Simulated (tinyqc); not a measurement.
Inside a calculation. Model: electroplating on a thin resistive seed layer: kinetics, Wagner number and the terminal effect across a wafer. Computed by tinyqc, a small Python program that keeps every step. Command: `OMP_NUM_THREADS=1 python tinyqc.py 3120839 3120840 out.jsonl terminal walk`. One thread of a shared host (Intel(R) Xeon(R) Processor @ 2.30GHz), about 0.02 s of CPU time with the checks. Intermediate numbers are printed to about 5 digits and carried at full precision; extremes and crossings named in words are read from the listed rows.

Current enters the seed at the rim. The bath is treated as a local resistance per area (no lateral flow in the liquid), two electrons per ion, molar volume 7.11 cm^3/mol, Faraday constant F = e N_A, kinematic viscosity 0.01 cm^2/s, omega = 2 pi x rpm/60; k_B T/e is in volts.

Inputs (values chosen for the exercise, of the order of those for copper plating on a thin cobalt or ruthenium seed): wafer radius R = 10 cm; seed thickness t = 43 nm; seed resistivity = 24 microohm cm; bath conductivity kappa = 0.033 S/cm; gap to the anode h = 7.9 cm; extra resistance of a porous plate = 0 ohm cm^2; exchange current density i_0 = 0.32 mA/cm^2; cathodic transfer coefficient alpha = 0.59; mean current density = 11 mA/cm^2; diffusivity of the metal ion = 5.1e-06 cm^2/s; metal ion concentration = 0.31 mol/L; rotation rate = 200 rpm; temperature T = 298 K.

Constants: e = 1.602176634e-19 C; N_A = 6.02214076e+23 1/mol; k_B = 8.617333262e-05 eV/K.

## Rate, limit and resistances

Growth rate = i V_m/(2 F). Levich limit i_L = 0.62 x 2 F D^(2/3) omega^(1/2) nu^(-1/6) c. Tafel overpotential eta = (k_B T/(alpha e)) ln(i/i_0); kinetic resistance k_B T/(alpha e i); bath resistance h/kappa + plate; R_s = resistivity/t; Wagner number = kinetic resistance x kappa/R.

growth rate = 243.18 nm/min

limiting current i_L = 108.35 mA/cm^2

overpotential = 153.96 mV

kinetic resistance = 3.9568 ohm cm^2

bath resistance R_b = 239.39 ohm cm^2

sheet resistance R_s = 5.5814 ohm/square

Wagner number = 0.013057

## Linear estimate of the terminal effect

Linearised: with R_t = kinetic + bath resistance the current density obeys (1/r)(r i')' = i R_s/R_t, so i = A I_0(r/l), l = sqrt(R_t/R_s); with x = R/l, edge/centre = I_0(x) and edge/mean = x I_0(x)/(2 I_1(x)). Voltage drop in the seed for a uniform current: i R_s R^2/4.

length l = 6.6031 cm

x = R/l = 1.5145

edge over centre, linear = 1.6610

edge over mean, linear = 1.2627

drop for uniform current = 1534.9 mV

## Current distribution

Full model: seed potential phi(r) with (1/r)(r phi')' = R_s i, where i solves phi = R_b i + (k_B T/(alpha e)) ln(i/i_0) (phi being the driving voltage left at r); phi'(0) = 0 and phi'(R) = R_s i_mean R/2. Solved by collocation to a tolerance of 1e-7.

Across the wafer:
```
r/R   i (mA/cm^2)  i/mean  i/mean, linear
0.00        8.366  0.7606          0.7602
0.20        8.558  0.7780          0.7777
0.40        9.148  0.8316          0.8316
0.60       10.178  0.9253          0.9254
0.75       11.283  1.0257          1.0259
0.90       12.721  1.1565          1.1564
1.00       13.893  1.2630          1.2627
```

edge over centre, full model = 1.6607

The full model gives 1.66 against 1.66 from the linear form; the kinetic resistance, which the linear form holds fixed, is a small part of R_t here.

## As the film thickens, and with more bath resistance

The film is taken as uniform, with the seed resistivity; the last column adds 100 ohm cm^2 to R_b. Extra power of that plate = i^2 x 100 ohm cm^2 x area.

Edge over centre:
```
thickness (nm)  R_s (ohm/square)  as given  with 100 ohm cm^2 more
43.0                      5.5814    1.6607                  1.4495
64.5                      3.7209    1.4203                  1.2898
86.0                      2.7907    1.3079                  1.2137
129.0                     1.8605    1.2004                  1.1401
215.0                     1.1163    1.1180                  1.0829
430.0                     0.5581    1.0582                  1.0411
860.0                     0.2791    1.0289                  1.0204
```

extra power = 3.8013 W

The ratio falls below 1.1 from 430 nm on as given, and from 215 nm on with the added resistance: what counts is R_s R^2 against the sum of kinetic and bath resistance.

Checks made by the program: mean of the distribution (relative difference 7e-08).
